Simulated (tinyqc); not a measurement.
## Signal and retention of a DRAM cell: effect of the cell capacitance

A stored one starts at Vd and leaks: Cs dV/dt = -I(V), I = a sqrt((V + Vb)/(Vd + Vb)) + b, with a = Ig exp[-(Eg1 q/kB)(1/T - 1/T0)] (generation in a depletion layer) and b = Is exp[-(Es q/kB)(1/T - 1/T0)]. The bit line is precharged to Vd/2, and charge sharing gives the signal (V - Vd/2) Cs/(Cs + Cb).

The cell fails below Vc = Vd/2 + dm (Cs + Cb)/Cs. With s = sqrt((Vc + Vb)/(Vd + Vb)), the time from Vd to Vc is t = [2 Cs (Vd + Vb)/a] [1 - s - (b/a) ln((a + b)/(a s + b))]. This time is the median of a log-normal spread: failing cells = Nc erfc(z/sqrt 2)/2, z = ln(t/tr)/sg.

Parameters, values chosen for the exercise: array voltage Vd = 1 V; bit-line capacitance Cb = 81 fF; smallest signal that the sense amplifier resolves dm = 40 mV; built-in plus back-bias voltage of the storage junction Vb = 1.44 V; junction leakage at V = Vd and T0 Ig = 7.9 fA; voltage-independent leakage at T0 Is = 0.12 fA; activation energy of Is Es = 0.31 eV; reference temperature T0 = 358 K; temperature T = 358 K; deviation of ln(retention time) over the cells sg = 0.97; cells Nc = 8.59e9; refresh interval tr = 32 ms; activation energy of Ig Eg1 = 0.51 eV.

Constants: q = 1.602176634e-19 C, kB = 1.380649e-23 J/K. Results are converted to the units shown.

Effect of the cell capacitance:
```
Cs (fF),Vc (V),retention time (s),failing cells
8,0.9450,0.05517,2.467e9
12,0.8100,0.2900,9.911e7
16,0.7425,0.5278,1.656e7
20,0.7020,0.7670,4.539e6
24,0.6750,1.007,1.621e6
28,0.6557,1.247,6.845e5
32,0.6412,1.487,3.249e5
```

The retention time rises from 0.0552 to 1.49 s, as Cs^(4.09) between the first two rows and Cs^(1.32) between the last two: faster than Cs, because the margin Vd - Vc grows too. It vanishes at Cs = 7.04 fF, where even a fresh one gives only dm.

Range of the model: Real arrays also hold a tail of unusually leaky cells and cells whose retention varies in time, which this model lacks.

Program tinyqc, `OMP_NUM_THREADS=1 python tinyqc.py 2130071 2130072 out.jsonl`; Intel Xeon 2.30GHz, shared host, one thread, about 0.01 s.
